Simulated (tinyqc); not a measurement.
Oxide trap near a transistor channel: two-state multiphonon kinetics, telegraph noise and bias instability: one step, computed by the program tinyqc. Command: `OMP_NUM_THREADS=1 python tinyqc.py 3023208 3023209 out.jsonl oxidetrap walk`. One thread of a shared host (Intel(R) Xeon(R) Processor @ 2.30GHz), about 0.01 s of CPU time with the checks.

An n-channel device under positive gate bias. The trap is empty (state 1) or holds an electron (state 2); both states are parabolas of equal curvature, and the electron reservoir is taken at the Fermi level of the channel.

Question. Stress and recovery of one trap. From the zero-field occupation f(0), f(t) = f_2 + (f(0) - f_2) exp(-t/tau_0) under the field; after t_s the field is removed and f relaxes with the zero-field constants. E_21 = E_t - e F x is the energy of state 2 over state 1; barriers E_c = (E_R + E_21)^2/(4 E_R), E_e = E_c - E_21; tau_c = exp(E_c/k_B T)/(k_0 P), tau_e = exp(E_e/k_B T)/(k_0 P), P the tunnelling factor; occupation f_2 = tau_e/(tau_c + tau_e); 1/tau_0 = 1/tau_c + 1/tau_e.

Inputs (values chosen for the exercise, with an insulator like SiO2 on silicon):

| quantity | value | unit |
|---|---|---|
| trap depth x from the interface | 1.3 | nm |
| trap level above E_F at zero field E_t | 0.27 | eV |
| relaxation energy E_R | 1.4 | eV |
| attempt rate k_0 at the interface | 2e+11 | 1/s |
| temperature T | 200 | K |
| stress time t_s | 6000 | s |

Parts treated: one trap.

tunnelling factor = 2.013672e-07

occupation f_2 = 0.9810261

tau_0 = 2345.949 s

Constants: k_B = 8.617333262e-05 eV/K.

Give: occupation at zero field; tau_0 at zero field; occupation after stress; half-time of recovery.

Answer.

occupation at zero field = 1.5714e-07

tau_0 at zero field = 13.829 s

occupation after stress = 0.90501

half-time of recovery = 9.5853 s
